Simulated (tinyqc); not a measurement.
Free and trapped electrons in a MOS channel with a dense trap tail: one step of the calculation.

p-type body, charge-sheet picture, full ionisation (an idealisation for deep acceptors), Boltzmann statistics for free electrons. e = Ec - EF at the surface. Acceptor-like traps of density D(E) = D0 + De exp(-E/Ew) at depth E below Ec, from 0 to Eu, hold n_t = integral of D(E)/(1 + exp((e - E)/Vt)). psi = Eg - Vt ln(Nv/Na) - e; N_dep = sqrt(2 eps0 eps_r Na (psi - Vt)/q); n_f = sqrt(N_dep^2 + 2 eps0 eps_r Vt Nc exp(-e/Vt)/q) - N_dep; Vg = Vfb + psi + q (N_dep + n_t + n_f)/Cox, Cox = eps0 eox/tox.

Question. Trapped charge. Trapezoid rule on 16 equal steps from 0 to Eu, f = 1/(1 + exp((e - E)/Vt)).

Parameters, values chosen for the exercise; band and dielectric values close to those of 4H silicon carbide: temperature T = 250 K; constant background density of acceptor-like traps D0 = 1.7e10 cm^-2 eV^-1; density of the tail at the conduction edge De = 7.2e12 cm^-2 eV^-1; decay energy of the tail Ew = 0.09 eV; depth below Ec down to which the traps reach Eu = 0.76 eV; Ec - EF at the surface e = 0.074 eV.

Constants: q = 1.602176634e-19 C, kB = 1.380649e-23 J/K, Vt = kB T/q. Results are converted to the units shown.

Give: E; D(E) f; n_t.

Answer.

```
point   E (eV)  D(E) f (cm^-2 eV^-1)
0            0              2.253e11
1      0.04750              9.645e11
2      0.09500              1.832e12
3       0.1425              1.435e12
4       0.1900              8.849e11
5       0.2375              5.311e11
6       0.2850              3.204e11
7       0.3325              1.960e11
8       0.3800              1.226e11
9       0.4275              7.929e10
10      0.4750              5.375e10
11      0.5225              3.868e10
12      0.5700              2.979e10
13      0.6175              2.454e10
14      0.6650              2.145e10
15      0.7125              1.963e10
16      0.7600              1.855e10
```

n_t = 3.171e11 cm^-2

tinyqc, about 0.02 s, one thread, Intel Xeon 2.30GHz (shared host): `OMP_NUM_THREADS=1 python tinyqc.py 2222182 2222183 out.jsonl`
